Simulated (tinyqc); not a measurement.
How far the series holds: five-level k.p model folded onto the conduction band.

For k along z and one spin sector the level c couples to four states. With c0 = hbar^2/2m0, P = sqrt(Ep c0), P2 = sqrt(Ep2 c0): diagonal Eg + (1 + Cm) c0 k^2 for c, and 0, -Dso, E7 + D2, E7 for lh, so, G8 up, G7 up (their own dispersion is left out); couplings of c: sqrt(2/3) P k to lh, sqrt(1/3) P k to so, sqrt(2/3) P2 k to G8 up, sqrt(1/3) P2 k to G7 up (phases chosen real).

Expanding E = H_cc + S(E) about Eg in powers of k^2, with s_n = sum_j H_cj^2/(Eg - H_jj)^n: order k^2: e2 = (1 + Cm) c0 k^2 + s1; order k^4: e4 = -s2 e2; order k^6: e6 = s3 e2^2 + s2^2 e2.

Constants: hbar^2/2m0 = 3.80998211 eV angstrom^2.

Values chosen for the exercise (near those of InSb; the results hold for these values, not for the real material): Eg = 0.234 eV (gap at Gamma to the s-like level); Dso = 0.843 eV (spin-orbit splitting); Ep = 23.2 eV (Kane energy); E7 = 3.07 eV (upper Gamma7 conduction level, from the valence top); D2 = 0.3 eV (its spin-orbit splitting, Gamma8 above Gamma7); Ep2 = 1.7 eV (Kane energy to the upper levels); Cm = -1 (remote term in 1/m).

Energies from Eg; Pk/Eg measures the coupling.

Levels (eV):

| k (1/angstrom) | Pk/Eg | to k^2 | to k^4 | to k^6 | exact |
|---|---|---|---|---|---|
| 0.0037 | 0.149 | 0.0038 | 0.0037 | 0.0037 | 0.0037 |
| 0.0085 | 0.342 | 0.0200 | 0.0184 | 0.0187 | 0.0186 |
| 0.0133 | 0.534 | 0.0490 | 0.0395 | 0.0433 | 0.0420 |
| 0.0181 | 0.727 | 0.0908 | 0.0580 | 0.0823 | 0.0710 |
| 0.0229 | 0.920 | 0.1453 | 0.0613 | 0.1610 | 0.1035 |
| 0.0277 | 1.113 | 0.2126 | 0.0328 | 0.3451 | 0.1383 |
| 0.0373 | 1.499 | 0.3855 | -0.2057 | 1.6564 | 0.2123 |

Give the missing row, k (1/angstrom) = 0.0325.

Computed row:
```
k (1/angstrom)  Pk/Eg  to k^2   to k^4  to k^6   exact
0.0325          1.306  0.2926  -0.0481  0.7667  0.1747
```

Within 2 % of the exact level stay: the k^2 term up to Pk/Eg = 0.15, the sum to k^4 up to Pk/Eg = 0.34, the sum to k^6 up to Pk/Eg = 0.34. In the last row the errors are +173, -418 and +1444 meV: higher orders make it worse, since the series in k^2 converges only for Pk below about Eg/2 in the two-level limit E = Eg/2 + sqrt(Eg^2/4 + P^2 k^2).

tinyqc: `OMP_NUM_THREADS=1 python tinyqc.py 1050458 1050459 out.jsonl`; about 0.01 s, one thread, shared Intel(R) Xeon(R) Processor @ 2.30GHz.
